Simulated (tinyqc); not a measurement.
# Phonon and roughness prefactors from two fields

Question. At 300 K and high field 1/mu = E^(1/3)/Ap + E^gs/As, E in MV/cm. Find Ap and As.

Values chosen for this exercise:
- gs = 1.3 (exponent of the roughness term)

mu at E = 0.43 and 1.27 MV/cm (cm^2/(V s)): 157.55020  86.660690

Answer. Two linear equations in 1/Ap and 1/As.

Ap = 139 cm^2/(V s)
As = 364 cm^2/(V s)

Computed by the program tinyqc: `OMP_NUM_THREADS=1 python tinyqc.py 2510070 2510071 out.jsonl`, one thread of a shared Intel Xeon 2.30GHz, about 0.01 s for the whole run.
